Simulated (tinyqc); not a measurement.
# Zener tunnelling in a reverse-biased junction, two-band WKB: what changes with what

Abrupt p-n junction, depletion approximation. Energies E are counted from the conduction-band edge of the neutral n side; its Fermi level lies at dn, that of the p side at dn - V, and the valence-band edge of the neutral p side at Em = dn + dp - V. Tunnelling needs 0 < E < Em. Two-band dispersion with equal masses m: inside the gap kappa = sqrt(m u (1 - u/Eg)/C), u the distance from a band edge, C = hbar^2/(2 m0).

Values chosen for this exercise; band and dielectric values close to those of gallium arsenide:
- T = 300 K (temperature)
- Eg = 1.44 eV (band gap)
- eps_r = 13 (relative permittivity)
- Nc = 4.33e17 cm^-3 (conduction-band density of states at 300 K)
- Nv = 8.91e18 cm^-3 (valence-band density of states at 300 K)
- m = 0.081 m0 (band-edge mass of the two-band model)
- Na = 9e18 cm^-3 (acceptor density)
- Nd = 5.3e18 cm^-3 (donor density)
- V = -1.4 V (bias of the p side)

Constants: q = 1.602176634e-19 C, kB = 1.380649e-23 J/K, hbar = 1.054571817e-34 J s, h = 6.62607015e-34 J s, m0 = 9.1093837015e-31 kg, Vt = kB T/q, eps0 = 8.8541878128e-14 F/cm where lengths are in cm, hbar^2/(2 m0) = 0.0380998212 eV nm^2. Results are converted to the units shown.

Each table varies one quantity; the others keep the values above.

## Current against reverse bias

Nd = Nc F12(dn/Vt), Na = Nv F12(dp/Vt), F12(x) = (2/sqrt(pi)) int_0^infinity sqrt(u)/(1 + exp(u - x)) du; dn = EF - Ec on the n side, dp = Ev - EF on the p side (negative outside the bands); Vbi = Eg + dn + dp. W = sqrt(2 eps0 eps_r (Vbi - V)(1/Na + 1/Nd)/q), mean field F = (Vbi - V)/W, peak field 2 F. In a uniform field F the exponent is S = pi sqrt(m/C) Eg^1.5/(4 F). Transverse energy Et = C kt^2/m raises it to S (1 + 4 Et/Eg), so T = exp(-S) exp(-Et/Eb) with Eb = Eg/(4 S). KJ = (2 q^2/h) m/(4 pi C) (times 1e14 for A/cm^2 per eV^2). J = KJ exp(-S) Eb times the integral from 0 to Em of [f(E - dn) - f(E - dn + V)] [1 - exp(-min(E, Em - E)/Eb)] dE, f(x) = 1/(1 + exp(x/Vt)), with S and Eb from the mean field; J > 0 flows from p to n.

Results:
```
V (V)  mean field (MV/cm)      S  J (A/cm^2)
-0.1               0.6304  31.39   -2.838e-8
-0.41              0.6851  28.88   -1.820e-6
-0.72              0.7358  26.90   -2.560e-5
-1.04              0.7846  25.22   -2.123e-4
-1.66              0.8715  22.71   -0.004689
-1.98              0.9132  21.67    -0.01653
-2.29              0.9518  20.79    -0.04804
-2.6               0.9888  20.01     -0.1237
```

Estimate the missing row, V = -1.35 V.

Computed row:
```
V (V)  mean field (MV/cm)      S  J (A/cm^2)
-1.35              0.8292  23.86   -0.001136
```

With this row back in the table: |J| grows from 2.84e-8 to 0.124 A/cm^2, a factor of 4.36e6. Of that, exp(-S) gives 87400 (S falls from 31.4 to 20.0 as the field grows with the square root of Vbi - V); the rest, 49.9, comes from the wider energy window and from Eb.

## Effect of the band gap with the mass tied to it

Same model as above.

The mass follows the gap, m = 0.081 Eg/1.44 eV, as in a two-band model with a fixed matrix element; Nc, Nv and eps_r are held.

Results:
```
Eg (eV)  Vbi (V)  mean field (MV/cm)      S  J (A/cm^2)  S at fixed m
0.72      0.8919              0.7294  6.782    -2.701e4         9.591
0.93       1.102              0.7621  10.83      -494.1         13.48
1.34       1.512              0.8222  20.84    -0.02400         21.60
1.54       1.712              0.8500  26.63   -7.620e-5         25.75
1.75       1.922              0.8782  33.28   -1.017e-7         30.19
1.95       2.122              0.9042  40.13  -1.108e-10         34.49
2.16       2.332              0.9308  47.84  -5.150e-14         39.06
```

Estimate the missing row, Eg = 1.13 eV.

Computed row:
```
Eg (eV)  Vbi (V)  mean field (MV/cm)      S  J (A/cm^2)  S at fixed m
1.13       1.302              0.7920  15.39      -5.403         17.37
```

With this row back in the table: S rises from 6.78 to 47.8, as Eg^(1.78), against Eg^(1.28) at fixed m; at a fixed field the powers would be 2 and 1.5, and the field grows with Vbi. |J| falls from 27000 to 5.15e-14 A/cm^2.

Range of the model: Parabolic densities of states, no band tails and no gap narrowing, all of which matter at such doping.

Numbers from tinyqc (`OMP_NUM_THREADS=1 python tinyqc.py 2620171 2620172 out.jsonl`; about 0.03 s on one thread of a shared Intel Xeon 2.30GHz).
